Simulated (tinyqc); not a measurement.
Barrier and mass from two Fowler-Nordheim currents.

Problem. Fowler-Nordheim tunnelling through a dielectric follows J = A F^2 exp(-B/F), A = q^2 me/(16 pi^2 hbar m1 phi1) (A/V^2 with phi1 in volts), B = (4/3) sqrt(m1/C) phi1^1.5 (V/nm), C = hbar^2/(2 m0). Find B, A, phi1 and m1.

Parameters, values chosen for the exercise: emitter mass in the supply function me = 0.54 m0.

Constants: q = 1.602176634e-19 C, hbar = 1.054571817e-34 J s, m0 = 9.1093837015e-31 kg, hbar^2/(2 m0) = 0.0380998212 eV nm^2. Results are converted to the units shown.

J at F = 0.85 and 1.29 V/nm (A/cm^2): 5.4162588e-6  0.30845416

Solution. The slope of ln(J/F^2) against 1/F is -B and the intercept gives A. A fixes the product m1 phi1, and B = (4/3) phi1 sqrt(m1 phi1/C) then gives phi1.

B = 25.21 V/nm
A = 5.686e-7 A/V^2
phi1 = 3.050 eV
m1 = 0.4800 m0

Numbers from tinyqc (`OMP_NUM_THREADS=1 python tinyqc.py 2540113 2540114 out.jsonl`; about 0.02 s on one thread of a shared Intel Xeon 2.30GHz).
